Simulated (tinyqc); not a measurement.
Thermal boundary conductance by the acoustic and diffuse mismatch models: one step, computed by the program tinyqc. Command: `OMP_NUM_THREADS=1 python tinyqc.py 3015965 3015966 out.jsonl kapitza walk`. One thread of a shared host (Intel(R) Xeon(R) Processor @ 2.30GHz), about 0.01 s of CPU time with the checks.

Each side has one longitudinal and two transverse Debye branches, omega = v q up to q_D = (6 pi^2 n)^(1/3), with n counting all atoms. Scattering at the interface is elastic. Electrons are left out of G, also for metals. Melting is ignored. G refers to the temperatures of the phonons sent towards the interface. Linear branches over all atoms overstate G at high T, most for crystals with several atoms a cell.

Task: Acoustic mismatch: transmission of each branch. No mode conversion. t(theta) = 4 Z_1 Z_2 cos(theta_1) cos(theta_2)/N^2, with N = Z_2 cos(theta_1) + Z_1 cos(theta_2) for L (the form for pressure waves) and N = Z_1 cos(theta_1) + Z_2 cos(theta_2) for both T branches (the form for shear waves polarised along the interface); sin(theta_2) = (v_2/v_1) sin(theta_1), and t = 0 beyond the critical angle arcsin(v_1/v_2); the mean over the incoming flux is alpha = 2 int t sin(theta_1) cos(theta_1) d theta_1 (64 Gauss-Legendre points).

Structure: film on a substrate.

Branches:
```
branch     v (m/s)  cut-off (K)  Z (1e6 kg/(m^2 s))
L, side 1     5030      660.245             45.4209
T, side 1     2450      321.590             22.1235
L, side 2    11100     1514.752             36.8520
T, side 2     6080      829.702             20.1856
```

Give: Transmission.

Result:

Transmission:
```
branch  t at normal incidence  largest angle from side 1 (deg)  alpha, 1 to 2  alpha, 2 to 1
L                      0.9892                            26.95         0.1949         0.9490
T                      0.9979                            23.76         0.1467         0.9032
```

For L waves from side 1 the critical cone of 27 degrees bounds the transmission; the mean is 0.19 against 0.99 at normal incidence. For T waves from side 1 the critical cone of 24 degrees bounds the transmission; the mean is 0.15 against 1.00 at normal incidence.
